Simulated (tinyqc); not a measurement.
Ground and coupling capacitance from two measurements.

Problem. A line has Cg to the planes and Cc to each of two neighbours. Find Cg, Cc, the load when both neighbours switch in antiphase, and the pulse on the line when it floats and both neighbours swing by Vx.

Values chosen for this exercise:
- Vx = 1 V (swing)

capacitance with neighbours driven alike and with neighbours grounded (aF/um): [30, 94]

Answer. Driven alike, Cc carries no charge, which leaves Cg; grounded neighbours give Cg + 2 Cc, antiphase Cg + 4 Cc; a floating line divides the swing as 2 Cc/(Cg + 2 Cc).

Cg = 30.0 aF/um
Cc = 32.0 aF/um
load in antiphase = 158 aF/um
pulse = 0.681 V

tinyqc, about 1 s, one thread, Intel Xeon 2.30GHz (shared host): `OMP_NUM_THREADS=1 python tinyqc.py 2790172 2790173 out.jsonl`
